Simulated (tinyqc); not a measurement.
From isolated dopants to a band: overlap of hydrogenic dopants: pairs, impurity band and the Mott density.

Ry* = Ry m/eps^2, aB = a0 eps/m. For 1s orbitals a distance rho = R/aB apart, in Ry*: overlap S = exp(-rho)(1 + rho + rho^2/3), J = (2/rho)(1 - (1 + rho) exp(-2 rho)) (attraction to the other ion), Kx = 2 (1 + rho) exp(-rho) (exchange of one electron). One electron on a pair has E = -1 - (J +/- Kx)/(1 +/- S), without the repulsion 2/rho of the ions. Hopping after orthogonalisation: t = (Kx - S J)/(1 - S^2), half the splitting. Dopants on a lattice with z neighbours, n = (3 sqrt3/4)/R^3 (bcc), give a band of width B = 2 z t, as on any lattice of two interpenetrating sublattices. Valleys, central cells and disorder are left out.

Constants: Ry = 13.60569312 eV; a0 (Bohr radius) = 0.5291772105 angstrom.

Values chosen for the exercise (an isotropic mass and dielectric constant of the size used for donors in GaN; shifted at random, so the results belong to these values and not to a real crystal): m = 0.203 m0 (mass); eps = 9.3 (dielectric constant); z = 8 (neighbours in the dopant lattice); u = 0.945 Ry* (cost of a second electron on one dopant).

The distance R/aB is varied; density from the lattice formula.

Against distance:
```
R/aB  n (1/cm^3)  n^(1/3) aB       S  t (meV)  B (meV)    B/u
10.0    9.12e+16       0.109  0.0020   0.0190    0.305  0.010
8.0     1.78e+17       0.136  0.0102   0.1116    1.786  0.059
7.0     2.66e+17       0.156  0.0222   0.2636    4.218  0.140
6.0     4.22e+17       0.182  0.0471   0.6082    9.732  0.322
4.5     1.00e+18       0.242  0.1361   2.0094   32.150  1.065
4.0     1.42e+18       0.273  0.1893   2.9372   46.996  1.557
3.5     2.13e+18       0.312  0.2592   4.2543   68.069  2.256
3.0     3.38e+18       0.364  0.3485   6.1160   97.857  3.243
```

Give the missing row, R/aB = 5.0.

Computed row:
```
R/aB  n (1/cm^3)  n^(1/3) aB       S  t (meV)  B (meV)    B/u
5.0     7.29e+17       0.218  0.0966   1.3614   21.783  0.722
```

critical densities (1/cm^3): B = u 9.48e+17, B = (2/sqrt3) u 1.07e+18, n^(1/3) aB = 0.26 1.23e+18

From R = 10 to 5 aB the density rises eightfold and the band widens by a factor 72, since t falls about as R exp(-R/aB). B passes u at 9.5e+17/cm^3, n^(1/3) aB = 0.238; the screening rule gives a density 1.30 times that. An ordered lattice overstates the ease of conduction, as random spacing localises the tails, and below R = 4 aB (S above 0.19) nearest-neighbour hopping alone is no longer enough.

Computed by tinyqc, a small Python program: `OMP_NUM_THREADS=1 python tinyqc.py 1451895 1451896 out.jsonl` (the numbers bound the seed that draws the inputs); one thread of a shared host (Intel(R) Xeon(R) Processor @ 2.30GHz), about 0.01 s for the whole set of steps.
